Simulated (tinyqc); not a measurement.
Changing the length N of the open chain: classical Heisenberg spin chain: exact results, Metropolis, heat-bath and over-relaxation steps, and a Monte Carlo run. Computed by tinyqc, a small Python program. Command: `OMP_NUM_THREADS=1 python tinyqc.py 3130591 3130592 out.jsonl heismc sweep`. One thread of a shared host (Intel(R) Xeon(R) Processor @ 2.30GHz), about 0.01 s of CPU time with the checks.

E = -J sum_i s_i . s_(i+1) for unit vectors s_i on an open chain; K = J/(k_B T).

Inputs (values chosen for the exercise, for a model chain of large moments): coupling J = 29 meV; temperature T = 91.8 K; moment mu = 5.7 mu_B.

Constants: k_B = 8.617333262e-05 eV/K; mu_B = 5.7883818060e-05 eV/T.

Method. Each bond angle is independent, so u = <s_i . s_(i+1)> = coth K - 1/K, <s_i . s_(i+n)> = u^n, correlation length xi = -1/ln|u|, energy per bond -J u, heat capacity per bond c/k_B = 1 - K^2/sinh^2 K, and for the long chain chi = mu^2 (1 + u)/(3 k_B T (1 - u)) per spin. For N spins, <|sum s|^2>/N = (1 + u)/(1 - u) - 2 u (1 - u^N)/(N (1 - u)^2); the long chain has (1 + u)/(1 - u), chi over the Curie value, and the difference is relative to it.

One run for each value:
```
length N of the open chain  <|sum s|^2>/N  difference from the long chain (%)
2                                   1.729                              -72.85
3                                   2.325                              -63.48
5                                   3.225                              -49.36
8                                   4.092                              -35.73
12                                  4.756                              -25.30
20                                  5.380                              -15.50
40                                  5.873                               -7.76
80                                  6.120                               -3.88
200                                 6.268                               -1.55
```

What does the table show?

Over the rows, <|sum s|^2>/N rises from 1.73 to 6.27 (exponent d ln y / d ln x 0.73 between the first rows and 0.026 between the last); difference from the long chain (%) rises from -72.9 to -1.55 (exponent d ln y / d ln x -0.34 between the first rows and -1.00 between the last).
